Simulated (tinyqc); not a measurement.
Inside a calculation: strain-driven crossing of the Gamma and L valleys in a germanium-like crystal alloyed with tin. Values are carried at full precision from step to step, so a last printed digit may differ when a step is redone from the rounded ones.

With tin the unstrained gaps become E(y) = (1 - y) E + y EgS - CS y (1 - y); all other values are kept.
Constants: kB = 8.617333262e-05 eV/K; hc = 1239.841984 eV nm.

Parameters, chosen for this exercise (near those of Ge, gaps at low temperature; the results hold for these values, not for the real material):
- Eg = 0.908 eV (gap at Gamma to the s-like level)
- EgL = 0.73 eV (gap to L)
- EgS = (-0.371, 0.083) eV (Gamma and L gaps of the tin end)
- CS = (2.85, 0.77) eV (bowing of the Gamma and L gaps)
- y = 0.04 (tin fraction)
- C11 = 128.1 GPa
- C12 = 48 GPa
- C44 = 67.9 GPa
- load = biaxial (001) (kind of strain)
- e0 = 0.0207 (size of the strain)
- Dso = 0.286 eV (spin-orbit splitting)
- ac = -8.3 eV (conduction deformation potential)
- av = 1.25 eV (valence hydrostatic potential)
- b = -2.53 eV (tetragonal shear potential)
- d = -5.38 eV (trigonal shear potential)
- aL = -1.69 eV (hydrostatic potential of the L edge, Xd + Xu/3)
- XuL = 16.93 eV (uniaxial potential, L)
- mG = 0.0395 m0 (mass at Gamma)
- mL = 0.535 m0 (density-of-states mass of the four L valleys together)
- T = 200 K (temperature)

## Gaps of the unstrained alloy

Give both gaps, their difference, and the y at which they cross (the root of a quadratic between 0 and 0.3).

Gamma and L gaps (eV): [0.7474, 0.6746]

Gamma - L = 0.0728 eV
crossing y = 0.0693

Without strain the alloy is indirect.

## The strain tensor for a biaxial (001) load

Biaxial loads: e0 is the in-plane strain e_par and the normal is free. (001): e_perp = -2 (C12/C11) e_par; exx = eyy = e_par, ezz = e_perp, no shear. (111): e_perp = -(2 C11 + 4 C12 - 4 C44)/(C11 + 2 C12 + 4 C44) e_par; exx = eyy = ezz = (2 e_par + e_perp)/3 and exy = eyz = ezx = (e_perp - e_par)/3. (110): e_perp = -(C11 + 3 C12 - 2 C44)/(C11 + C12 + 2 C44) e_par; exx = eyy = (e_par + e_perp)/2, ezz = e_par, exy = (e_perp - e_par)/2, eyz = ezx = 0. Uniaxial loads: a stress along n, scaled so that n.e.n = e0, with exx = s11 sxx + s12 (syy + szz), exy = s44 sxy/2, s11 = (C11 + C12)/((C11 - C12)(C11 + 2 C12)), s12 = -C12/((C11 - C12)(C11 + 2 C12)), s44 = 1/C44.

Form the tensor and its trace.

strain tensor in the cubic axes, rows x, y, z and columns alike:
```
[[0.020700, 0.000000, 0.000000],
 [0.000000, 0.020700, 0.000000],
 [0.000000, 0.000000, -0.015513]]
```

tr(e) = 0.025887

## Band edges

Edges from the unstrained valence top: Gamma at Eg + ac tr(e); an L valley with unit axis u at EgL + aL tr(e) + XuL (u.e.u - tr(e)/3), u along [111], [1-1-1], [-11-1], [-1-11]; valence edges are the levels of the 6 x 6 matrix of X, Y, Z times spin with -Dso/3 + l exx + m (eyy + ezz) on the diagonal (cyclic), n exy off it, l = av + 2 b, m = av - b, n = sqrt(3) d. Spin-orbit term (Dso/3) L.sigma on X, Y, Z with (L_k)_ij = -i epsilon_kij: <X+|H|Y+> = -i Dso/3, <X+|H|Z-> = Dso/3, <Y+|H|Z-> = -i Dso/3, <Z+|H|X-> = -Dso/3, <Z+|H|Y-> = i Dso/3, <X-|H|Y-> = i Dso/3, and their conjugates; + and - are the spin along z.

Give the edges and the direct and indirect gaps from the top valence edge.

Gamma edge = 0.5325 eV

L edges (eV): [111] 0.6308, [1-1-1] 0.6308, [-11-1] 0.6308, [-1-11] 0.6308

valence edges from the top (eV): [0.1642, -0.0593, -0.2938]

direct and indirect gap (eV): [0.3684, 0.4666]

The gap is direct: Gamma lies 98 meV below the lowest L valley. The top two valence edges are 223 meV apart.

## Electrons in the Gamma valley

Non-degenerate, parabolic: share = mG^(3/2)/(mG^(3/2) + (mL^(3/2)/4) sum_i exp(-(E_Li - E_Gamma)/kT)). Also the offset at which four equal L valleys hold half of the electrons, kT ln((mL/mG)^(3/2)), and the wavelength hc/E of the direct gap.

(mL/mG)^(3/2) = 49.85
share in Gamma = 85.7 %
offset for an even split = 67.4 meV
wavelength = 3366 nm

With the L valleys as they lie here, Gamma must be 67 meV below the lowest of them to hold half of the electrons at 200 K; it lies 98 meV below. A direct gap alone is not enough.

## Checks

- Gamma and lowest L edge at e0 = 0.00881, where the linear shifts make them meet (eV): both 0.6559.

Program tinyqc; command `OMP_NUM_THREADS=1 python tinyqc.py 1050886 1050887 out.jsonl`; about 0.01 s on one thread of a shared Intel(R) Xeon(R) Processor @ 2.30GHz.
